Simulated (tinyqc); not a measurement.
# Worked calculation: ferroelectric switching by domains, regions with a spread of times with Merz's law

Computed by the program tinyqc: `OMP_NUM_THREADS=1 python tinyqc.py 2860109 2860110 out.jsonl`, one thread of a shared Intel Xeon 2.30GHz, about 0.01 s for the whole run. Printed values are rounded.

A film poled to -Ps gets a pulse V of length t. Field E = V/d, characteristic time tau = t0 exp(Ea/E). The film consists of seven classes of regions, z = -3..3, with weights w_z proportional to exp(-z^2/2) and summing to one, and times tau_z = tau 10^(wd z); the switched share is f = sum w_z [1 - exp(-(t/tau_z)^m)]. P = Ps (2 f - 1).

Parameters, values chosen for the exercise: switchable polarisation Ps = 27 uC/cm^2; time prefactor t0 = 2.9 ns; activation field Ea = 7600 kV/cm; film thickness d = 15 nm; Avrami exponent m = 1; pulse voltage V = 2 V; spread of switching times wd = 0.9 decades; pulse length tp = 1500 ns.

## Field and characteristic time

E = V/d, tau = t0 exp(Ea/E).

E = 1333.333 kV/cm
tau = 866.7155 ns

## Switched share of each class after the pulse

w_z, tau_z and f_z = 1 - exp(-(tp/tau_z)^m); f = sum w_z f_z.

| z | w_z | tau_z (ns) | f_z |
|---|---|---|---|
| -3 | 0.004433048 | 1.729325 | 1.000000 |
| -2 | 0.05400558 | 13.73651 | 1.000000 |
| -1 | 0.2420362 | 109.1130 | 0.999999 |
| 0 | 0.3990503 | 866.7155 | 0.822835 |
| 1 | 0.2420362 | 6884.566 | 0.195777 |
| 2 | 0.05400558 | 54686.05 | 0.027057 |
| 3 | 0.004433048 | 4.343867e5 | 0.003447 |

f = 0.6776886
P after the pulse = 9.595185 uC/cm^2
